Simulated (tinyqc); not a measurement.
Two-mode optical phonons of a ternary alloy from two coupled oscillators: one step, computed by the program tinyqc.

An alloy A(x)B(1-x)C has an A-C and a B-C bond oscillator. Each TO frequency moves linearly from the impurity mode (dilute end) to the TO of the pure crystal; each strength is proportional to the number of bonds.

Task: Share of the polar coupling. eps(omega) = eps_inf + W_1/(omega_1^2 - omega^2) + W_2/(omega_2^2 - omega^2) = 0 is the eigenproblem of the matrix [[omega_1^2 + W_1/eps_inf, sqrt(W_1 W_2)/eps_inf], [sqrt(W_1 W_2)/eps_inf, omega_2^2 + W_2/eps_inf]] for omega_LO^2. The polar coupling of mode j is c_j = (u_j . sqrt(W))^2/(eps_inf^2 omega_j^2), u_j its eigenvector and omega_j here its LO frequency; the c_j add up to 1/eps_inf - 1/eps_s. Froehlich constant alpha_j = (e^2/(4 pi eps_0)) c_j k_j/(2 E_j), E_j = h c omega_j, k_j = sqrt(m* E_j/(hbar^2/(2 m_0))).

Inputs (values chosen for the exercise, modelled on GaAs(1-x)P(x), with A-C the GaP-like and B-C the GaAs-like bond): electron mass m* = 0.19 m_0.

omega_1 (A-C, TO) = 364.094 1/cm

omega_2 (B-C, TO) = 268.583 1/cm

eps_inf = 9.4646

W_1 = 233746.9 1/cm^2

W_2 = 17871.29 1/cm^2

Constants: e^2/(4 pi eps_0) = 14.39964548 eV angstrom; hbar^2/(2 m_0) = 3.80998212 eV angstrom^2; 1 THz = 33.35640952 1/cm; h x 1 THz = 4.135667696 meV.

Give: c_j, lower and upper mode; share of the upper mode; alpha_j, lower and upper mode.

Result:

c_j, lower and upper mode: 0.001342  0.01717

share of the upper mode = 0.9275

alpha_j, lower and upper mode: 0.01177  0.1244
